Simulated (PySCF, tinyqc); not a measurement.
Worked calculation: CID on RHF in the sto-6g basis, for H2, spin multiplicity 1. The lowest restricted solution is unstable here: a spin-polarised one lies 0.0000 hartree lower (PySCF). One step of it, computed by the program tinyqc.

Problem. Integrals over molecular orbitals. (pq|rs) = sum C_ip C_jq C_kr C_ls (ij|kl), one index at a time.

coefficients C:
```
            MO1        MO2
1H 1s  0.595160   0.921801
2H 1s  0.595160  -0.921801
```

core Hamiltonian H = T + V (hartree):
```
           1H 1s      2H 1s
1H 1s  -0.922349  -0.550421
2H 1s  -0.550421  -0.922349
```

Two-electron integrals (ij|kl) in chemists' order, unique and non-zero (hartree):
```
(11|11) 0.774999   (21|11) 0.244679   (21|21) 0.104371   (22|11) 0.431120
(22|21) 0.244679   (22|22) 0.774999
```

Give: one-electron integrals over orbitals h = C^T H C; Two-electron integrals over orbitals.

Solution.

one-electron integrals over orbitals h = C^T H C (hartree):
```
         1        2
1  -1.0434   0.0000
2   0.0000  -0.6321
```

Two-electron integrals over orbitals (pq|rs), unique and non-zero (hartree):
```
(11|11) 0.6006   (21|21) 0.2070   (22|11) 0.6004   (22|22) 0.6298
```
